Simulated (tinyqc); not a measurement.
Mesh: mean-field antiferromagnet of the Hubbard model on the square lattice.

e(k) = -2 t (cx + cy) - 4 t2 cx cy, ci = cos ki; one electron a site; Q = (pi, pi). <n_up - n_dn> = m cos(Q.R) gives Delta = U m/2 and bands E = e+ -/+ sqrt(e-^2 + Delta^2), e+- = (e(k) +- e(k + Q))/2 (the constant U/2 is dropped). Means run over the mesh k_i = 2 pi (j + 1/2)/N of the whole zone: mu from mean(f(E-) + f(E+)) = 1; m(out) = mean of Delta (f(E-) - f(E+))/sqrt(e-^2 + Delta^2); free energy per site F = -kT mean[ln(1 + exp(-(E- - mu)/kT)) + ln(1 + exp(-(E+ - mu)/kT))] + mu + U m^2/4. Order at T > 0 in two dimensions is an artefact of mean field.

Constants: kB = 8.617333262e-05 eV/K.

Values chosen for the exercise:

| symbol | value | unit | meaning |
|---|---|---|---|
| t | 1.16 | eV | nearest hopping |
| t2 | 0 | eV | second hopping |
| U | 6.68 | eV | on-site repulsion |
| T | 300 | K |  |

Start m = 0.9, at most 400 steps.

Results:

| N | m | Delta (eV) |
|---|---|---|
| 4 | 0.8205 | 2.7406 |
| 6 | 0.8157 | 2.7246 |
| 8 | 0.8160 | 2.7255 |
| 12 | 0.8160 | 2.7253 |
| 16 | 0.8160 | 2.7253 |
| 24 | 0.8160 | 2.7253 |
| 48 | 0.8160 | 2.7253 |

m spans 0.8157 to 0.8205; it stays within 0.002 of the last value from N = 6 on. The level spacing across the Fermi surface, about 4 pi t/N, should fall below the larger of Delta = 2.725 eV and kT, a rough rule that asks for N above about 5.3.

tinyqc: `OMP_NUM_THREADS=1 python tinyqc.py 1651704 1651705 out.jsonl`; about 0.2 s, one thread, shared Intel(R) Xeon(R) Processor @ 2.30GHz.
